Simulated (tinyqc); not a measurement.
Comparisons within one model: buckled dimers of a reconstructed (001) surface, two dangling bonds a dimer. A value that a table varies takes the place of the one given here.

In a dimer one atom moves up by z and the other down by z; the dangling bond of the up atom (more s-like) falls by gm z and that of the down atom rises by gm z. With all dimers tilted alike: H(k) = [[-gm z - 2 ta cos k, -tp - 2 tx cos k], [., gm z - 2 ta cos k]], k along the row in 1/a. Two electrons a dimer fill the lowest N of the 2N levels on the mesh k_j = (j + 1/2) pi/N. Total energy a dimer: W(z) = (2/N) sum of the filled levels + kf z^2. Repulsion between electrons is left out.

Values chosen for the exercise (of the size met on Si(001); shifted at random, so the results belong to these values and not to a real crystal): tp = 0.21 eV (pi coupling inside a dimer); ta = 0.11 eV (coupling between like atoms along the row); tx = 0.02 eV (diagonal coupling along the row); gm = 2.22 eV/angstrom (shift of a dangling bond with height); kf = 10.6 eV/angstrom^2 (force constant of buckling); N = 8 (k points).

## Energy against buckling

W relative to z = 0; gap as lowest upper less highest lower level on 201 points from 0 to pi.

Per dimer (eV):
```
z (angstrom)  band energy  elastic        W      gap
0.00               0.0000   0.0000   0.0000  -0.0200
0.05              -0.0529   0.0265  -0.0264   0.0366
0.10              -0.1897   0.1060  -0.0837   0.1740
0.15              -0.3659   0.2385  -0.1274   0.3503
0.20              -0.5608   0.4240  -0.1368   0.5450
0.30              -0.9748   0.9540  -0.0208   0.9587
0.40              -1.4029   1.6960   0.2931   1.3866
0.50              -1.8372   2.6500   0.8128   1.8207
0.60              -2.2746   3.8160   1.5414   2.2581
```

W is lowest at z = 0.2 among these rows (-0.1368 eV). The band energy falls as z^2 at first and linearly, as -2 gm z, once gm z is far above tp, so the elastic term always wins at large z. The gap opens near z = 0.018 angstrom.

## Strong pi bonds keep dimers flat

tp is varied; z minimises W on 0 to 1 angstrom; gap on 201 points; charge moved: the mean of gm z/sqrt((gm z)^2 + h^2) over the mesh, h the off-diagonal element.

Against tp:
```
tp (eV)  z (angstrom)  gain (eV)  gap (eV)  charge moved (e)
0.10           0.2042     0.1776    0.4917             0.975
0.20           0.1889     0.1445    0.4919             0.902
0.30           0.1601     0.0595    0.4923             0.765
0.45           0.0554     0.0006    0.4932             0.264
0.60           0.0000     0.0000    0.7600             0.000
0.80           0.0000     0.0000    1.1600             0.000
1.00           0.0000     0.0000    1.5600             0.000
1.30           0.0000     0.0000    2.1600             0.000
1.60           0.0000     0.0000    2.7600             0.000
```

Dimers buckle for tp up to 0.45 eV among these rows; for an isolated dimer the limit is gm^2/kf = 0.465 eV. While buckled, the splitting, on average over k, stays near 2 gm^2/kf = 0.930 eV whatever tp is, and beyond the limit it follows 2 tp; the gap is smaller by the width of the bands, about 4 ta = 0.44 eV.

## Tilting alike or in alternation

Alternation doubles the cell: sites L1, R1, L2, R2 with levels -gm z, +gm z, +gm z, -gm z, -tp inside a dimer, -2 ta cos k between L1-L2 and R1-R2, -2 tx cos k between L1-R2 and R1-L2, on k_j = (j + 1/2) pi/(2N); the lowest half of the levels is filled. Energies a dimer; gaps on these meshes.

Two patterns:
```
z (angstrom)  W alike (eV)  W alternating (eV)  difference (meV)  gap alike (eV)  gap alternating (eV)
0.05               -0.4493             -0.4841             -34.8          0.0450                0.2190
0.10               -0.5066             -0.5515             -44.9          0.1823                0.4389
0.15               -0.5503             -0.5936             -43.2          0.3586                0.6591
0.20               -0.5596             -0.5984             -38.7          0.5533                0.8792
0.30               -0.4437             -0.4738             -30.2          0.9671                1.3195
0.40               -0.1298             -0.1539             -24.1          1.3950                1.7598
0.50                0.3899              0.3701             -19.9          1.8291                2.2000
```

The lowest W listed is -0.5596 eV for like tilts and -0.5984 eV for alternation; the difference at equal z runs from -44.9 to -19.9 meV. With alternation ta joins filled up atoms to empty down atoms and gains energy in second order, about 2 ta^2/(gm z) a dimer at large z, while tx does so for like tilts; here ta = 0.11 and tx = 0.02 eV. At z = 0.3 the gap is 0.967 eV alike and 1.320 eV alternating.

## What each parameter does

z minimises W on 0 to 1 angstrom; gain over flat dimers; gap on 201 points from 0 to pi. Each row changes one parameter from the base and keeps the others.

Results:
```
case                     z (angstrom)  gain (eV)  gap (eV)
base                           0.1867     0.1383    0.4920
tp = 0.178 eV                  0.1932     0.1572    0.4919
ta = 0.14 eV                   0.1867     0.0974    0.3720
tx = 0.05 eV                   0.1858     0.1455    0.5027
gm = 2.398 eV/angstrom         0.2084     0.2021    0.6467
kf = 9.54 eV/angstrom^2        0.2124     0.1804    0.5950
```

The largest shifts from the base row, up to three for each result and ties (the steps differ in size, so this ranks the rows, not the parameters). z (angstrom): kf +0.0257, gm +0.0217, tp +0.0066; unchanged at the printed digits by ta. gain (eV): gm +0.0639, kf +0.0421, ta -0.0408. gap (eV): gm +0.1547, ta -0.1200, kf +0.1031.

Computed by tinyqc, a small Python program: `OMP_NUM_THREADS=1 python tinyqc.py 1482680 1482681 out.jsonl` (the numbers bound the seed that draws the inputs); one thread of a shared host (Intel(R) Xeon(R) Processor @ 2.30GHz), about 0.02 s for the whole set of steps.
